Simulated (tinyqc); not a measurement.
# Quarter-wave Bragg mirror and the threshold of a vertical cavity: effects of single changes

N pairs of lossless layers, each a quarter wave thick at lam, in the order nH, nL from the incident medium n0 to the exit medium ns; normal incidence, no dispersion. At wavelength lam + dw each layer has the phase d = (pi/2) lam/(lam + dw) and the matrix [[cos d, i sin d/n], [i n sin d, cos d]].

Values chosen for this exercise; indices close to those of silicon and silicon dioxide:
- lam = 1550 nm (design wavelength)
- nH = 3.468 (high index)
- nL = 1.455 (low index)
- N = 4 (number of pairs)
- n0 = 1 (index of the incident medium)
- ns = 1.5 (index of the exit medium)

Each table varies one quantity; the others keep the values above.

## Effect of the index contrast

At the design wavelength Y = ns (nH/nL)^(2 N), T0 = 4 n0 Y/(n0 + Y)^2; stop band, to first order in its width, (4 lam/pi) arcsin((nH - nL)/(nH + nL)); layer thicknesses lam/(4 n). N99 is the number of pairs, not rounded, for T0 = 1 %; Lp = lam/(4 (nH - nL)).

Results:
```
nL    T0 (%)  stop band (nm)    N99  Lp (nm)
2.08   4.367           499.0  5.459    279.2
2.29   9.190           406.6  6.724    328.9
2.5    17.69           321.5  8.526    400.3
2.71   31.05           242.7  11.31    511.2
3.12   69.19           104.3  26.39     1114
3.33   87.77           40.07  68.72     2808
```

Estimate the missing row, nL = 2.91.

Computed row:
```
nL    T0 (%)  stop band (nm)    N99  Lp (nm)
2.91   48.38           172.9  15.91    694.4
```

With this row back in the table: As nL nears nH = 3.468, the stop band falls from 499 to 40.1 nm, N99 rises from 5.46 to 68.7 and Lp rises from 279 to 2810 nm. The product of stop band and Lp changes only from 1.39e5 to 1.13e5 nm^2.

## Spectrum across the stop band

B = M11 + M12 ns, C = M21 + M22 ns; r = (n0 B - C)/(n0 B + C), T = 4 n0 ns/|n0 B + C|^2, R = |r|^2 = 1 - T. stop band, to first order in its width, (4 lam/pi) arcsin((nH - nL)/(nH + nL)).

Results:
```
dw (nm)       R   T (%)  |trace of the pair matrix|/2
-580     0.2395   76.05                        0.1629
-460     0.5033   49.67                        0.4920
-370     0.7160   28.40                        0.8645
-250     0.9896   1.042                         1.189
-120     0.9967  0.3275                         1.360
120      0.9969  0.3063                         1.371
250      0.9949  0.5142                         1.289
370      0.9895   1.049                         1.188
580      0.9371   6.292                        0.9883
```

Estimate the missing row, dw = 460 nm.

Computed row:
```
dw (nm)       R  T (%)  |trace of the pair matrix|/2
460      0.9794  2.063                         1.104
```

With this row back in the table: The stop band is about 831 nm wide to first order; 6 of the 10 rows lie inside it (last column above one), where the field decays from pair to pair. T is 0.328 and 0.306 % in the two rows nearest the centre, against 0.256 % at dw = 0, and 76.1 and 6.29 % in the outermost rows, where it oscillates with wavelength.

tinyqc, about 0.01 s, one thread, Intel Xeon 2.30GHz (shared host): `OMP_NUM_THREADS=1 python tinyqc.py 2650115 2650116 out.jsonl`
